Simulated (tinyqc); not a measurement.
Short-channel transistor, virtual-source model with series resistance: effect of the apparent mobility on the on and off currents.

The current per gate width is the charge at the top of the source barrier (the virtual source) times its velocity times a saturation function; al and be are fitting constants of the model. Units: I in uA/um, Rs in ohm um, so I Rs = 1e-6 I Rs in volts; Q in uC/cm^2, so I = 1e-4 Q vx0 Fsat with vx0 in cm/s.

Intrinsic voltages Vg' = Vgs - I Rs, Vd' = Vds - 2 I Rs. n = n0 + nd Vd', VT = VT0 - dl Vd', Ff = 1/(1 + exp((Vg' - VT + al Vt/2)/(al Vt))), Q = Cinv n Vt ln(1 + exp((Vg' - VT + al Vt Ff)/(n Vt))), Vdsat = (vx0 L/mu)(1 - Ff) + Vt Ff, Fsat = u/(1 + u^be)^(1/be) with u = Vd'/Vdsat, and I = Q vx0 Fsat per width. I is solved self-consistently. Ion is I at Vgs = Vds = 1.2 V, Ioff at Vgs = 0, Vds = 1.2 V, and Rlin = Vds/I at Vgs = 1.2 V, Vds = 0.05 V.

Values chosen for this exercise:

| symbol | value | unit | meaning |
|---|---|---|---|
| T | 400 | K | temperature |
| Cinv | 1.27 | uF/cm^2 | inversion capacitance |
| vx0 | 2.17e7 | cm/s | velocity at the virtual source |
| L | 90 | nm | channel length |
| VT0 | 0.418 | V | threshold at zero drain voltage |
| dl | 0.156 | V/V | drain-induced barrier lowering |
| n0 | 1.28 |  | subthreshold factor |
| nd | 0 | 1/V | growth of n with drain voltage |
| al | 3.5 |  | threshold shift (in units of Vt) from weak to strong inversion |
| be | 1.8 |  | sharpness of saturation |
| Rs | 70 | ohm um | series resistance of each contact |

Constants: q = 1.602176634e-19 C, kB = 1.380649e-23 J/K, Vt = kB T/q. Results are converted to the units shown.

Effect of the apparent mobility on the on and off currents:

| mu (cm^2/(V s)) | Ion (uA/um) | Ioff (nA/um) | log10(Ion/Ioff) | Rlin (ohm um) |
|---|---|---|---|---|
| 50 | 670.89 | 4583.6 | 2.1655 | 1938.4 |
| 85 | 988.81 | 5154.1 | 2.2830 | 1200.1 |
| 140 | 1325.5 | 5428.8 | 2.3877 | 785.65 |
| 240 | 1659.6 | 5564.3 | 2.4746 | 518.49 |
| 410 | 1896.6 | 5621.5 | 2.5281 | 363.06 |
| 700 | 2028.7 | 5646.0 | 2.5555 | 271.74 |
| 1200 | 2090.2 | 5656.9 | 2.5676 | 217.54 |
| 2000 | 2114.8 | 5661.8 | 2.5723 | 186.90 |

As mu goes from 50 to 2000 cm^2/(V s), Ion rises from 671 to 2110 uA/um, Ioff rises from 4580 to 5660 nA/um and Rlin falls from 1940 to 187 ohm um. Ion changes by a factor of 3.15 and Ioff by 1.24. In every row the off current passes 1 uA/um, so the device is hardly off at Vgs = 0.

Computed by the program tinyqc: `OMP_NUM_THREADS=1 python tinyqc.py 2380016 2380017 out.jsonl`, one thread of a shared Intel Xeon 2.30GHz, about 0.01 s for the whole run.
